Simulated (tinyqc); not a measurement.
LDA (VWN5) atom on a uniform radial grid, spin-unpolarised, for Be(2+), step by step. Computed by tinyqc, a small Python program that keeps every step. Settings: Z = 4, points = 64, R = 6.5, functional = lda,vwn, mixing = 0.2, iteration cap = 63. Command: `OMP_NUM_THREADS=1 python tinyqc.py 22823 22824 out.jsonl` (the two numbers bound the seeds that draw the settings). One thread of a shared host (Intel(R) Xeon(R) Processor @ 2.60GHz), about 0.07 s of CPU time with the checks. Later iterations appear only in the table of the cycle.

## Iteration 1

Spherical atom on a uniform radial grid r_j = j h with h = R/(N + 1), h sum u^2 = 1 and integrals as h times sums, u(0) = u(R) = 0 (atomic units):
```
parameter           value
Z                       4
points N               64
R                6.500000
h                0.100000
mixing           0.200000
electrons in 1s         2
```

Three-point differences turn -u''/2 + [l(l+1)/2r^2 - Z/r + V] u = e u into a tridiagonal matrix (diagonal 1/h^2 + potential, off-diagonal -1/2h^2). D = sum f u^2; the Hartree potential y/r solves y'' = -D/r with y(0) = 0, y(R) = N_e; v_xc comes from rho = D/(4 pi r^2); E = sum f e - int D V + int D (V_H/2 + eps_xc); V(new) = V + mixing (V_H + v_xc - V).

eigenvalues (hartree): 1s -7.703296

Every 4th grid point:
```
r             V in     u(1s)         D       V_H       v_xc
0.400000  0.000000  1.295701  3.357681  4.451378  -1.252751
0.800000  0.000000  0.544470  0.592895  2.480653  -0.471338
1.200000  0.000000  0.171595  0.058890  1.665884  -0.182521
1.600000  0.000000  0.048071  0.004622  1.249967  -0.071848
2.000000  0.000000  0.012625  0.000319  0.999999  -0.028097
2.400000  0.000000  0.003183  0.000020  0.833333  -0.010735
2.800000  0.000000  0.000780  1.22e-06  0.714286  -0.003998
3.200000  0.000000  0.000187  7.02e-08  0.625000  -0.001460
3.600000  0.000000  0.000044  3.92e-09  0.555556  -0.000526
4.000000  0.000000  0.000010  2.14e-10  0.500000  -0.000188
4.400000  0.000000  2.39e-06  1.14e-11  0.454545  -0.000067
4.800000  0.000000  5.48e-07         0  0.416667  -0.000024
5.200000  0.000000  1.25e-07         0  0.384615   0.000000
5.600000  0.000000  2.82e-08         0  0.357143   0.000000
6.000000  0.000000  6.20e-09         0  0.333333   0.000000
6.400000  0.000000  7.50e-10         0  0.312500   0.000000
```

total energy = -12.73085458 hartree

## Iteration 2

As before.

eigenvalues (hartree): 1s -7.018589

Every 4th grid point:
```
r             V in     u(1s)         D       V_H       v_xc
0.400000  0.639725  1.292971  3.343547  4.415196  -1.251072
0.800000  0.401863  0.566731  0.642367  2.477366  -0.483139
1.200000  0.296673  0.187858  0.070581  1.665650  -0.192729
1.600000  0.235624  0.055590  0.006180  1.249952  -0.078360
2.000000  0.194380  0.015466  0.000478  0.999998  -0.031782
2.400000  0.164520  0.004139  0.000034  0.833333  -0.012646
2.800000  0.142058  0.001079  2.33e-06  0.714286  -0.004917
3.200000  0.124708  0.000276  1.52e-07  0.625000  -0.001876
3.600000  0.111006  0.000069  9.64e-09  0.555556  -0.000707
4.000000  0.099962  0.000017  5.97e-10  0.500000  -0.000264
4.400000  0.090896  4.26e-06  3.63e-11  0.454545  -0.000098
4.800000  0.083329  1.04e-06         0  0.416667  -0.000036
5.200000  0.076923  2.53e-07         0  0.384615   0.000000
5.600000  0.071429  6.11e-08         0  0.357143   0.000000
6.000000  0.066667  1.43e-08         0  0.333333   0.000000
6.400000  0.062500  1.80e-09         0  0.312500   0.000000
```

total energy = -12.78943360 hartree

## Iteration 3

As before.

eigenvalues (hartree): 1s -6.485235

Every 4th grid point:
```
r             V in     u(1s)         D       V_H       v_xc
0.400000  1.144605  1.289857  3.327462  4.384496  -1.249156
0.800000  0.720336  0.584643  0.683615  2.474330  -0.492514
1.200000  0.531922  0.201798  0.081445  1.665411  -0.201210
1.600000  0.422817  0.062404  0.007788  1.249935  -0.083958
2.000000  0.349147  0.018186  0.000661  0.999997  -0.035058
2.400000  0.295753  0.005107  0.000052  0.833333  -0.014410
2.800000  0.255520  0.001398  3.91e-06  0.714286  -0.005800
3.200000  0.224391  0.000376  2.83e-07  0.625000  -0.002293
3.600000  0.199774  0.000100  1.99e-08  0.555556  -0.000895
4.000000  0.179917  0.000026  1.36e-09  0.500000  -0.000347
4.400000  0.163606  0.000007  9.21e-11  0.454545  -0.000134
4.800000  0.149989  1.75e-06         0  0.416667  -0.000051
5.200000  0.138462  4.49e-07         0  0.384615  -0.000009
5.600000  0.128571  1.14e-07         0  0.357143   0.000000
6.000000  0.120000  2.81e-08         0  0.333333   0.000000
6.400000  0.112500  3.65e-09         0  0.312500   0.000000
```

total energy = -12.82695725 hartree

## Convergence

Stop when input and output potentials agree to 1e-7.

Course of the cycle (hartree):
```
iteration             E      e(1s)  largest |V(out) - V(in)|
1          -12.73085458  -7.703296                  4.77e+00
2          -12.78943360  -7.018589                  3.71e+00
3          -12.82695725  -6.485235                  2.88e+00
4          -12.85065244  -6.069400                  2.24e+00
5          -12.86542975  -5.744912                  1.74e+00
6          -12.87454751  -5.491505                  1.35e+00
7          -12.88012291  -5.293462                  1.04e+00
8          -12.88350690  -5.138582                  8.07e-01
9          -12.88554839  -5.017383                  6.25e-01
10         -12.88677398  -4.922485                  4.84e-01
11         -12.88750692  -4.848139                  3.75e-01
...                 ...        ...                       ...
53         -12.88858310  -4.576404                  1.69e-05
54         -12.88858310  -4.576401                  1.34e-05
55         -12.88858310  -4.576399                  1.07e-05
56         -12.88858310  -4.576397                  8.51e-06
57         -12.88858310  -4.576396                  6.78e-06
58         -12.88858310  -4.576394                  5.40e-06
59         -12.88858310  -4.576394                  4.30e-06
60         -12.88858310  -4.576393                  3.43e-06
61         -12.88858310  -4.576392                  2.73e-06
62         -12.88858310  -4.576392                  2.18e-06
63         -12.88858310  -4.576391                  1.73e-06
```

Not converged within 63 iterations: the residual falls steadily but slowly, by a factor of about 0.80 a step. Reruns (cap 100 unless said): mixing 0.3: converged in 48; mixing 0.6: converged in 20; the original settings with a cap of 400: converged in 76. Even converged, this uniform grid resolves the cusp poorly and misses the energy of the atom.
